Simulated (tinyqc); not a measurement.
Minigaps against first-order theory: band folding and unfolding in a supercell of a chain.

A chain with hopping -t and n = 4 sites a supercell. H(K) has v_j on the diagonal, -t between neighbours and -t exp(2 pi i K) on the bond that closes the cell (from the last site to the first of the next cell). The point K holds the n wave vectors k_m = (K + m)/n of the primitive zone, in 2 pi/a, m = 0 to n - 1, with E0 = -2t cos(2 pi k_m). The unfolding weight of a state c on k_m is |sum_j c_j exp(-2 pi i k_m j)|^2/n, j = 0 to n - 1.

Inputs chosen for the exercise: t = 1.68 eV (hopping); v = (0.37, 0, 0, 0) eV (site energies in the supercell).

Gap i lies between minibands i and i + 1, at K = 1/2 for odd i and K = 0 for even i, where k = +/- i/(2n) are degenerate; first order gives 2|V_i|, the Fourier component V_q = (1/n) sum_j v_j exp(-2 pi i q j/n) for q equal to the number of the gap. Computed for the potential at full and at half strength.

Gaps (eV):
```
i  E0 at the crossing  2|V_i|     gap  gap at half strength
1             -2.3759  0.1850  0.1778                0.0907
2              0.0000  0.1850  0.1844                0.0924
3              2.3759  0.1850  0.1922                0.0943
```

What does the comparison show?

Halving the potential about halves gaps 1, 2 and 3, the scaling of first order. The largest miss of first order is 7 meV, at i = 1 and 3; the potential spans 0.22 t.

tinyqc: `OMP_NUM_THREADS=1 python tinyqc.py 1480872 1480873 out.jsonl`; about 0.01 s, one thread, shared Intel(R) Xeon(R) Processor @ 2.30GHz.
